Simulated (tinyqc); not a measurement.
Six-band Luttinger-Kohn model with strain: sweeps and comparisons. A value that a table varies takes the place of the one given here.

Six-band Luttinger-Kohn model in the basis |3/2,3/2>, |3/2,1/2>, |3/2,-1/2>, |3/2,-3/2>, |1/2,1/2>, |1/2,-1/2>, electron energies, zero at the top of the unstrained valence band. H = -[rows: (P+Q, -S, R, 0, -S/r2, r2 R); (-S*, P-Q, 0, R, -r2 Q, r32 S); (R*, 0, P-Q, S, r32 S*, r2 Q); (0, R*, S*, P+Q, -r2 R*, -S*/r2); (-S*/r2, -r2 Q, r32 S, -r2 R, P+Dso, 0); (r2 R*, r32 S*, r2 Q, -S/r2, 0, P+Dso)], r2 = sqrt(2), r32 = sqrt(3/2). Levels are twofold.

P = c g1 k^2 - av tr(e); Q = c g2 (kx^2 + ky^2 - 2 kz^2) - (b/2)(exx + eyy - 2 ezz); R = c sqrt3 [-g2 (kx^2 - ky^2) + 2i g3 kx ky] + (sqrt3/2) b (exx - eyy) - i d exy; S = 2 c sqrt3 g3 (kx - i ky) kz - d (exz - i eyz); c = hbar^2/2m0, e the strain tensor (not engineering shear).

s11 = (C11 + C12)/((C11 - C12)(C11 + 2 C12)), s12 = -C12/((C11 - C12)(C11 + 2 C12)), s44 = 1/C44; exx = s11 sxx + s12 (syy + szz) and cyclic, exy = s44 sxy/2; tension is positive. A uniaxial stress X along the unit vector n is s_ij = X n_i n_j.

Constants: hbar^2/2m0 = 3.80998211 eV angstrom^2.

Inputs chosen for the exercise (near those of InP; the results hold for these values, not for the real material):

| symbol | value | unit | meaning |
|---|---|---|---|
| Dso | 0.11 | eV | spin-orbit splitting |
| g1 | 5.02 |  | Luttinger gamma1 |
| g2 | 1.59 |  | gamma2 |
| g3 | 2.11 |  | gamma3 |
| av | 0.56 | eV | valence hydrostatic potential |
| b | -2.01 | eV | tetragonal shear potential |
| d | -5.27 | eV | trigonal shear potential |
| C11 | 97.2 | GPa |  |
| C12 | 55.1 | GPa |  |
| C44 | 43.5 | GPa |  |
| load | uniaxial [111] |  | kind of stress |
| X1 | 1.1 | GPa | size of the stress |
| E_h | 5 | meV | hole energy below the top |
| X | 2.24 | GPa | stress |

## Sweep of a uniaxial [111] stress

Edges at k = 0 and curvature masses of the top pair along [110] and [001] (step 0.0002 1/angstrom); at zero stress the top is fourfold and has no single curvature.

Edges and masses:

| X (GPa) | top (eV) | second (eV) | third (eV) | splitting (meV) | m [110] | m [001] |
|---|---|---|---|---|---|---|
| -2.10 | 0.1146 | -0.0791 | -0.1625 | 193.7 | 0.111 | 0.199 |
| -1.40 | 0.0711 | -0.0527 | -0.1397 | 123.9 | 0.113 | 0.199 |
| -0.70 | 0.0310 | -0.0264 | -0.1203 | 57.4 | 0.119 | 0.199 |
| 0.00 | 0.0000 | 0.0000 | -0.1100 | 0.0 | - | - |
| 0.70 | 0.0264 | -0.0103 | -0.1204 | 36.7 | 0.344 | 0.199 |
| 1.40 | 0.0527 | 0.0000 | -0.1514 | 52.8 | 0.344 | 0.199 |
| 2.10 | 0.0791 | 0.0194 | -0.1915 | 59.7 | 0.344 | 0.199 |

The splitting reaches 193.7 meV under compression and 59.7 meV under the same tension; linear shear terms alone would make the two equal, and the difference comes from the coupling to the split-off band. At the ends of the sweep the top pair has a mass along [110] of 0.111 under compression and 0.344 under tension, so compression gives the lighter holes along [110]; along [001] it has 0.199 and 0.199. The top edge itself moves by +115 and +79 meV.

## Which stress helps holes along [110]

Each load has size X1 (biaxial: sxx = syy); masses are curvatures of the top pair at k = 0.

Results:

| load | splitting (meV) | top edge (meV) | m [110] | m [001] |
|---|---|---|---|---|
| uniaxial [110], compression | 103.4 | 59.5 | 0.083 | 0.466 |
| uniaxial [110], tension | 53.2 | 46.8 | 0.732 | 0.121 |
| uniaxial [100], compression | 133.9 | 78.4 | 0.155 | 0.471 |
| uniaxial [100], tension | 54.1 | 55.5 | 0.237 | 0.151 |
| uniaxial [111], compression | 94.7 | 53.3 | 0.115 | 0.199 |
| uniaxial [111], tension | 47.6 | 41.4 | 0.344 | 0.199 |
| biaxial (001), compression | 54.1 | 46.6 | 0.151 | 0.543 |
| biaxial (001), tension | 133.9 | 87.3 | 0.471 | 0.092 |

The lightest mass along [110] (0.083) comes with uniaxial [110], compression. The largest splitting (133.9 meV) comes with uniaxial [100], compression; biaxial (001), tension. The heaviest mass along [001] (0.543), which lowers the confinement energy in a (001) channel, comes with biaxial (001), compression. The splitting per GPa follows b (s11 - s12) for loads along cube axes and d s44 for [111]: here 2 |b| (s11 - s12) = 95.5 and |d| s44/sqrt3 = 69.9 meV per GPa in the limit of large Dso; where the splitting nears Dso, mixing with the split-off band makes it depend on the sign of the load.

## Warping of the constant-energy contours (six-band Luttinger-Kohn model)

No strain (e = 0). In the plane kz = 0, |k| where the top and second pairs lie E_h below the top, against the angle from [100]; m = c k^2/E_h.

Contours:

| angle (degrees) | k top (1/angstrom) | k second (1/angstrom) | m top (m0) | m second (m0) |
|---|---|---|---|---|
| 0 | 0.0267 | 0.0127 | 0.543 | 0.124 |
| 9 | 0.0274 | 0.0127 | 0.570 | 0.122 |
| 18 | 0.0292 | 0.0125 | 0.651 | 0.120 |
| 27 | 0.0320 | 0.0124 | 0.783 | 0.116 |
| 36 | 0.0350 | 0.0122 | 0.933 | 0.114 |
| 45 | 0.0363 | 0.0122 | 1.007 | 0.113 |

The heavy contour reaches 1.361 times as far along [110] as along [100], the light one 0.956 times. The warping follows g3 - g2 = 0.52 and would vanish for g2 = g3. Along [100] the heavy mass is 1/(g1 - 2 g2) = 0.543 at any energy, while the light one is 0.1237, against 1/(g1 + 2 g2) = 0.1220 at the edge, for E_h/Dso = 0.05.

## What each parameter does

Edges at k = 0 under a uniaxial [111] stress X and the curvature mass of the top pair along [110] (step 0.0002 1/angstrom). Each row changes one parameter from the base and keeps the others.

Results:

| case | top (eV) | second (eV) | third (eV) | mass (m0) |
|---|---|---|---|---|
| base | 0.0844 | 0.0238 | -0.2000 | 0.344 |
| g1 = 6.024 | 0.0844 | 0.0238 | -0.2000 | 0.255 |
| b = -1.608 eV | 0.0844 | 0.0238 | -0.2000 | 0.344 |
| Dso = 0.132 eV | 0.0844 | 0.0149 | -0.2131 | 0.344 |
| C12 = 66.12 GPa | 0.0838 | 0.0232 | -0.2006 | 0.344 |
| C44 = 34.8 GPa | 0.1040 | 0.0407 | -0.2365 | 0.344 |
| av = 0.672 eV | 0.0856 | 0.0250 | -0.1988 | 0.344 |
| g3 = 2.532 | 0.0844 | 0.0238 | -0.2000 | 0.402 |

The largest shifts from the base row, up to three for each result and ties (the steps differ in size, so this ranks the rows, not the parameters). top (eV): C44 +0.0196, av +0.0012, C12 -0.0006; unchanged at the printed digits by g1, b, Dso and g3. second (eV): C44 +0.0169, Dso -0.0089, av +0.0012; unchanged at the printed digits by g1, b and g3. third (eV): C44 -0.0365, Dso -0.0131, av +0.0012; unchanged at the printed digits by g1, b and g3. mass (m0): g1 -0.088, g3 +0.058; unchanged at the printed digits by b, Dso, C12, C44 and av. The Luttinger parameters multiply k^2 and cannot move the edges; av shifts all edges alike and leaves the mass.

Run: tinyqc, `OMP_NUM_THREADS=1 python tinyqc.py 1080908 1080909 out.jsonl`; Intel(R) Xeon(R) Processor @ 2.30GHz, one thread, shared host; about 0.06 s of CPU time with all checks.
